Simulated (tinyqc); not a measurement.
Inside a calculation: Koster-Slater impurity in an sp3s* host. Values are carried at full precision from step to step, so a last printed digit may differ when a step is redone from the rounded ones.

sp3s* tight binding, nearest neighbours only: anion (a) at 0, cation (c) at a/4 (1,1,1), orbitals s, px, py, pz, s* on each; k in units of 2 pi/a. With phases e_j = exp(i (pi/2) k.n_j) for n = (1,1,1), (1,-1,-1), (-1,1,-1), (-1,-1,1): g0 = (e1+e2+e3+e4)/4, g1 = (e1+e2-e3-e4)/4, g2 = (e1-e2+e3-e4)/4, g3 = (e1-e2-e3+e4)/4. The diagonal holds the levels Esa, Epa, Exa (s*) and Esc, Epc, Exc. Anion-cation block: <sa|sc> = Vss g0; <sa|xc> = Vsapc g1; <xa|sc> = -Vscpa g1; <xa|xc> = Vxx g0; <xa|yc> = <ya|xc> = Vxy g3, <xa|zc> = <za|xc> = Vxy g2, <ya|zc> = <za|yc> = Vxy g1; <s*a|xc> = Vxapc g1; <xa|s*c> = -Vpaxc g1; y and z take g2 and g3 in place of g1; s-s* and s*-s* vanish.

Inputs chosen for the exercise (out of a larger set: near a published set for Ge; not measured data):
- p = (-5.869, 1.611, -5.869, 1.611, 6.387, 6.387, -6.788, 1.607, 4.915, 5.449, 5.449, 5.21, 5.21) eV (order Esa, Epa, Esc, Epc, Exa, Exc, Vss, Vxx, Vxy, Vsapc, Vscpa, Vxapc, Vpaxc)
- N = 4 (mesh)
- V = -1.9 eV (shift of the s level)

## The gap of the host

Gaps from the top of the valence band to Gamma, to the minimum on (x,0,0) from 0.5 to 1, and to L; the smallest is Eg.

top of the valence band on the scale of the parameters = 0.0040 eV

gaps (eV): Gamma 0.9150, Delta 0.7846, L 0.7574

Eg (smallest gap of the host) = 0.7574 eV

## Where the weight lies

A defect on an anion site (a) shifts the s level there by Vs or the three p levels by Vp and leaves the rest. A level in the gap solves 1/Vs = G_s(E) (symmetry A1) or 1/Vp = G_p(E) (T2, threefold), with G(E) = (1/N^3) sum over k and bands of w/(E - e), where w is the weight of the state on the s orbital of that site, or the mean weight on its px, py, pz. Mesh: k = f1 (-1,1,1) + f2 (1,-1,1) + f3 (1,1,-1), f = (j + 1/2)/N, j = 0 to N - 1. Energies from the top of the valence band at Gamma; the s* orbital of the site is left as it is. An infinite shift removes the s or p orbitals, the model of the ideal vacancy: G(E) = 0.

For each band: mean energy over the mesh and summed weights; each column of weights adds to one.

Bands:
```
band  mean energy (eV)  s weight  p weight
1              -10.778    0.4298    0.0217
2               -7.020    0.2560    0.0737
3               -2.635    0.0088    0.1634
4               -2.122    0.0030    0.1655
5                1.128    0.1747    0.0645
6                1.701    0.0951    0.0741
7                5.336    0.0004    0.1649
8                5.797    0.0002    0.1610
9                9.143    0.0188    0.0442
10              10.114    0.0133    0.0670
```

The filled bands hold 0.698 of the s orbital and 0.424 of each p orbital of the anion. Filled states add positive terms to G in the gap and empty ones negative terms.

## Green functions across the gap

G at nine energies E = Eg j/8.

G(E) (1/eV):
```
E (eV)       G_s       G_p
0.0000  -0.14329   0.01403
0.0947  -0.16491  -0.01023
0.1893  -0.19089  -0.03323
0.2840  -0.22294  -0.05695
0.3787  -0.26386  -0.08320
0.4734  -0.31862  -0.11438
0.5680  -0.39715  -0.15488
0.6627  -0.52373  -0.21505
0.7574  -0.78737  -0.33417
```

Both fall with E, as dG/dE = -sum w/(E - e)^2 demands. G_s keeps its sign, so the vacancy has no level of this symmetry in the gap. G_p changes sign, so the vacancy has a level of this symmetry in the gap.

## A first estimate from the table

A defect that shifts the s level of its anion site by V has a level where the host Green function G_s(E) equals 1/V; E is counted from the top of the valence band. Find it by linear interpolation between the two rows that bracket it.

1/V = -0.52632 1/eV
estimated level = 0.664 eV

## The level and its weight on the defect

Solve by bisection with the full sum. The weight of the bound state on the shifted orbital is G^2/(-G'), which is also dE/dV.

level = 0.6642 eV
G'(E) = -1.79261 1/eV^2
weight on the defect orbital = 0.1545

The level lies 0.664 eV above the valence band and 0.093 eV below the conduction band. Only 15.5 % of it sits on the shifted orbital, the rest on other orbitals (the s* of the same site among them), so a shift of 1 eV moves the level by about 155 meV.

## Checks

- Sum of the s weights over all bands against one: both 1.00000.
- First moment of the s weights against the s level of the site, on the scale of the parameters: both -5.86900.

Run: tinyqc, `OMP_NUM_THREADS=1 python tinyqc.py 1451327 1451328 out.jsonl`; Intel(R) Xeon(R) Processor @ 2.30GHz, one thread, shared host; about 0.07 s of CPU time with all checks.
